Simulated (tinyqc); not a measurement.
Sublattice potential against complex hopping: Haldane model. Computed by the program tinyqc. H_AA = delta - 2 t2 sum cos(k.b + phi), H_BB = -delta - 2 t2 sum cos(k.b - phi), H_AB = -t1 (1 + exp(-i k.a1) + exp(-i k.a2)), b = a1, a2 - a1, -a2, m = 3 sqrt3 t2 sin(phi); the sign of the Chern number follows the orientation k1 then k2.

Honeycomb lattice:
```
parameter     value
t1 (eV)    2.620000
t2 (eV)    0.350000
phi (rad)  1.060000
```

Gaps at the two valleys (eV) and Chern number of the lower band (12 x 12 mesh):
```
delta    gap 2|delta - m|  gap 2|delta + m|  Chern number
-2.8560            8.8850            2.5390             0
-2.0620            7.2970            0.9510             0
-0.9520            5.0770            1.2690            -1
0.0000             3.1730            3.1730            -1
0.6350             1.9030            4.4430            -1
1.1900             0.7930            5.5530            -1
1.9830             0.7930            7.1390             0
3.1730             3.1730            9.5190             0
```

What does the comparison show, and why?

Here |m| = 1.5865 eV. For |delta| < |m| the two valleys have masses of opposite sign and the Chern number is +/-1; one gap closes at |delta| = |m|, and beyond it the band is trivial.
